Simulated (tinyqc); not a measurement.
Surface Green function of a square-lattice strip three rows wide, Sancho-Rubio decimation: two steps of the calculation.

A semi-infinite lead of cells 0, 1, 2, ... with H0 inside a cell and H1 = <cell i|H|cell i + 1>. A cell is one column of three sites. z = E + i eta.

Parameters, values chosen for the exercise:
- E = -0.22 eV (energy)
- eta = 0.02 eV (broadening)

Task 1. Decimation. Start with e_s = e = H0, a = H1, b = H1^dagger. Each round: g = (z - e)^(-1); e_s <- e_s + a g b; e <- e + a g b + b g a; a <- a g a; b <- b g b (all with the old a, b). Round k joins cells 2^k apart.

H0 (eV):
```
       1      2      3
1  -0.57  -2.65      0
2  -2.65   0.22  -2.65
3      0  -2.65  -1.28
```

H1 (eV):
```
      1     2     3
1  -2.7     0     0
2     0  -2.7     0
3     0     0  -2.7
```

Wanted: g; e_s after round 1; e after round 1; a after round 1; b after round 1.

Result 1.

g (1/eV):
```
                 1                2                3
1   0.7434-0.0223i   0.2790-0.0027i  -0.6971+0.0198i
2   0.2790-0.0027i  -0.0369-0.0018i   0.0922+0.0026i
3  -0.6971+0.0198i   0.0922+0.0026i   0.7125-0.0201i
```

e_s after round 1 (eV):
```
               1              2              3
1   4.850-0.163i  -0.616-0.019i  -5.082+0.144i
2  -0.616-0.019i  -0.049-0.013i  -1.978+0.019i
3  -5.082+0.144i  -1.978+0.019i   3.914-0.146i
```

e after round 1 (eV):
```
              1            2             3
1   10.27-0.33i   1.42-0.04i  -10.16+0.29i
2    1.42-0.04i  -0.32-0.03i   -1.31+0.04i
3  -10.16+0.29i  -1.31+0.04i    9.11-0.29i
```

a after round 1 (eV):
```
               1              2              3
1   5.420-0.163i   2.034-0.019i  -5.082+0.144i
2   2.034-0.019i  -0.269-0.013i   0.672+0.019i
3  -5.082+0.144i   0.672+0.019i   5.194-0.146i
```

b after round 1 (eV):
```
               1              2              3
1   5.420-0.163i   2.034-0.019i  -5.082+0.144i
2   2.034-0.019i  -0.269-0.013i   0.672+0.019i
3  -5.082+0.144i   0.672+0.019i   5.194-0.146i
```

Task 2. Self-energy, Dyson check and densities of states. Sigma = H1 g_s H1^dagger is what the lead adds to one more cell, and (z - H0 - Sigma)^(-1) must give g_s back. Densities of states: -Im of the diagonals over pi.

H0 (eV):
```
       1      2      3
1  -0.57  -2.65      0
2  -2.65   0.22  -2.65
3      0  -2.65  -1.28
```

H1 (eV):
```
      1     2     3
1  -2.7     0     0
2     0  -2.7     0
3     0     0  -2.7
```

converged surface Green function g_s (1/eV):
```
                         1                        2                        3
1   0.02389397-0.31610622i   0.18081087-0.00071607i  -0.00005983+0.05265730i
2   0.18081087-0.00071607i  -0.03006796-0.26323545i   0.18079484+0.01339211i
3  -0.00005983+0.05265730i   0.18079484+0.01339211i   0.07232857-0.30831231i
```

converged bulk Green function (1/eV):
```
                        1                        2                       3
1  0.00011229-0.22231012i   0.00093825-0.00131368i  0.00015238-0.03785431i
2  0.00093825-0.00131368i  -0.00001504-0.25977281i  0.00097907-0.01145578i
3  0.00015238-0.03785431i   0.00097907-0.01145578i  0.00038677-0.22840290i
```

Wanted: Sigma; (z - H0 - Sigma)^(-1); surface density of states; bulk density of states.

Result 2.

Sigma (eV):
```
              1              2             3
1  0.174-2.304i   1.318-0.005i  0.000+0.384i
2  1.318-0.005i  -0.219-1.919i  1.318+0.098i
3  0.000+0.384i   1.318+0.098i  0.527-2.248i
```

(z - H0 - Sigma)^(-1) (1/eV):
```
                 1                2                3
1   0.0239-0.3161i   0.1808-0.0007i  -0.0001+0.0527i
2   0.1808-0.0007i  -0.0301-0.2632i   0.1808+0.0134i
3  -0.0001+0.0527i   0.1808+0.0134i   0.0723-0.3083i
```

```
orbital  surface density of states (1/eV)  bulk density of states (1/eV)
1                                  0.1006                        0.07076
2                                  0.0838                        0.08269
3                                  0.0981                        0.07270
```

Numbers from tinyqc (`OMP_NUM_THREADS=1 python tinyqc.py 2680023 2680024 out.jsonl`; about 0.08 s on one thread of a shared Intel Xeon 2.30GHz).
